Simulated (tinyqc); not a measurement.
# Resistance of a source-drain extension with a graded tip, step by step

Numbers from tinyqc (`OMP_NUM_THREADS=1 python tinyqc.py 2282132 2282133 out.jsonl`; about 0.04 s on one thread of a shared Intel Xeon 2.30GHz). Printed values are rounded.

y runs along the channel, the gate covers y > 0. The doping is N0 for y < y0 and N0 10^(-(y - y0)/la) beyond, uniform over the depth xj. Sheet conductance s(y) = q mu(N) max(N - Nch, 0) xj + (for y > 0) ma Cox Vo, with mu(N) = u0 + (u1 - u0)/(1 + (N/Nr)^au) and Cox = eps0 eox/tox. Current is taken as one-dimensional; depletion of the tip, spreading and the contact are left out. The metallurgical junction lies at yj, where N = Nch.

Parameters, values chosen for the exercise; mobility law close to that of electrons in silicon: relative permittivity of the gate insulator (close to silicon dioxide) eox = 3.9; insulator thickness tox = 1.7 nm; active doping of the extension far from the gate N0 = 2.1e20 cm^-3; lateral abruptness la = 5.8 nm/decade; position under the gate where the fall begins (gate edge at 0) y0 = 2.8 nm; depth of the extension xj = 28 nm; channel doping Nch = 1.2e18 cm^-3; gate overdrive Vo = 0.64 V; mobility of the gate-induced layer ma = 91 cm^2/(V s); mobility at low doping u1 = 1414 cm^2/(V s); mobility at high doping u0 = 68.5 cm^2/(V s); reference doping Nr = 9.2e16 cm^-3; exponent au = 0.711; gate length Lg = 45 nm.

Constants: q = 1.602176634e-19 C, eps0 = 8.8541878128e-14 F/cm where lengths are in cm. Results are converted to the units shown.

## Sheet resistances and junction position

yj = y0 + la log10(N0/Nch); sheet resistance of the full extension 1/[q mu(N0)(N0 - Nch) xj] and of the gate-induced layer 1/(ma Cox Vo); metallurgical length Lg - 2 yj; ye is where the doped and the gate-induced conductances are equal.

yj = 15.8096 nm
sheet resistance of the extension = 144.295 ohm/square
sheet resistance of the induced layer = 8453.07 ohm/square
metallurgical length = 13.3808 nm
ye = 13.8106 nm
N at ye = 2.65367e18 cm^-3

The gate takes over 2.00 nm before the junction, where N is still 2.21 times the channel doping.

## Resistance of the overlapped part

Midpoint rule on 8 equal steps from 0 to yj: R_ov = sum h/s(y), per width.

```
point,y (nm),N (cm^-3),doped conductance (uS),sheet resistance (ohm/square)
0,0.988101,2.1e20,6930.25,141.873
1,2.96430,1.96739e20,6512.86,150.803
2,4.94051,8.97773e19,3119.50,308.852
3,6.91671,4.09677e19,1532.11,605.910
4,8.89291,1.86946e19,773.602,1121.20
5,10.8691,8.53086e18,395.186,1947.47
6,12.8453,3.89285e18,188.738,3256.92
7,14.8215,1.77641e18,55.5030,5753.63
```

R_ov = 26.257 ohm um

The exact integral is 26.836 ohm um; the coarse sum is 2.2 % below it.
